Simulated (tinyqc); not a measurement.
Comparisons within one model: deep level as a short-range spherical well. A value that a table varies takes the place of the one given here.

A spherical well of radius R and depth V0 below the conduction edge, one mass m, c = hbar^2/2m0. The s level at binding Et solves k cot(k R) = -kappa with k = sqrt(m (V0 - Et)/c), kappa = sqrt(m Et/c); it exists for V0 > Vc = c (pi/2R)^2/m. Outside, psi falls as exp(-kappa r)/r.

Lucovsky model (delta well, plane-wave final states, no local-field factor): sigma = (32 pi alpha c/(3 n_r m Et)) (x - 1)^(3/2)/x^3, x = h nu/Et, c = hbar^2/2m0; 1 angstrom^2 = 1e-16 cm^2.

Constants: hbar^2/2m0 = 3.80998211 eV angstrom^2; fine-structure constant alpha = 0.007297352564; e^2/(4 pi eps0) = 14.39964547 eV angstrom; kB = 8.617333262e-05 eV/K.

Parameters, chosen for this exercise (near those of GaN; not measured data): R = 2.7 angstrom (radius of the well); m = 0.204 m0 (mass); fV = (1.04, 1.09, 1.34, 1.71, 2.43, 3.09, 5.04) (V0/Vc); n_r = 2.4 (refractive index); xs = (1.07, 1.19, 1.47, 1.7, 2.27, 2.8, 4.4, 7.81) (photon energies h nu/Et); eps = 9.3 (static dielectric constant); T = 350 K (temperature); Fs = (1, 5, 20, 50, 100, 200) kV/cm (fields).

## From threshold to a deep level

Et against the depth at fixed R; near threshold Et = (pi^2/16)(V0 - Vc)^2/Vc.

Results:
```
V0/Vc  V0 (eV)   Et (eV)  threshold form (eV)  1/kappa (angstrom)  share outside
1.04     6.574  0.006061             0.006239                55.5          0.953
1.09     6.890   0.02964              0.03158                25.1          0.899
1.34     8.471    0.3621               0.4508                 7.2          0.696
1.71    10.809     1.307                1.966                 3.8          0.513
2.43    15.361     3.997                7.974                 2.2          0.329
3.09    19.533     6.994                17.03                 1.6          0.242
5.04    31.859     17.16                63.64                 1.0          0.129
```

How do the results move?

The threshold form holds to 10 % up to V0/Vc = 1.09 of those listed. There the state is mostly outside the well (95 % in the first row) and knows only Et, which is why a delta-well model works; more than half is inside from V0/Vc = 2.43 on. A second s level would need V0/Vc > 9. From V0/Vc = 2.43 on Et exceeds the gap of the host, about 3.4 eV, so those rows only show the model.

## Neutral against charged centre

Et = 0.13914 eV

Lucovsky cross-section, its shape relative to the peak, and the shape of a hydrogen-like centre relative to threshold: x^-4 exp(4 - 4 atan(e)/e)/(1 - exp(-2 pi/e)), e = sqrt(x - 1).

Results:
```
x     h nu (eV)  sigma (1e-18 cm^2)  relative to peak  hydrogen-like
1.07      0.149                20.7             0.121          0.834
1.19      0.166                67.2             0.393          0.626
1.47      0.205                 139             0.811          0.351
1.70      0.237                 163             0.954          0.234
2.27      0.316                 167             0.979          0.103
2.80      0.390                 150             0.880          0.056
4.40      0.612                 101             0.589          0.015
7.81      1.087                51.0             0.298          0.003
```

How do the results move?

The short-range centre starts from zero, reaches half its peak at x = 1.24 and peaks at x = 2; in the last row it still has 30 % of the peak. The Coulomb centre is largest at threshold and is down to 0.3 % there. Reading the peak as the threshold would misplace the level by a factor 2, here 0.14 eV.

## Emission in a field

Barrier lowering for a charged centre (Poole-Frenkel) is 2 sqrt(q e F/eps), q = e^2/(4 pi eps0), and for the neutral well e F R; the one-dimensional enhancement is exp(lowering/kB T). 1 kV/cm = 1e-5 V/angstrom; tunnelling is left out.

Results:
```
F (kV/cm)  lowering, charged (meV)  enhancement  saddle at (angstrom)  lowering, neutral (meV)  enhancement
1                              7.9         1.30                   393                     0.03        1.001
5                             17.6         1.79                   176                     0.14        1.004
20                            35.2         3.21                    88                     0.54        1.018
50                            55.6         6.33                    56                     1.35        1.046
100                           78.7         13.6                    39                     2.70        1.094
200                          111.3         40.0                    28                     5.40        1.196
```

How do the results move?

At 200 kV/cm the charged centre emits 40 times faster and the neutral one 1.20 times: the logarithm of the enhancement is linear in sqrt(F) for the first and in F for the second, which tells the charge state. In the last rows the lowering nears Et, where the formula is no longer safe. The largest lowering is 80 % of Et.

Program tinyqc; command `OMP_NUM_THREADS=1 python tinyqc.py 1282764 1282765 out.jsonl`; about 0.01 s on one thread of a shared Intel(R) Xeon(R) Processor @ 2.30GHz.
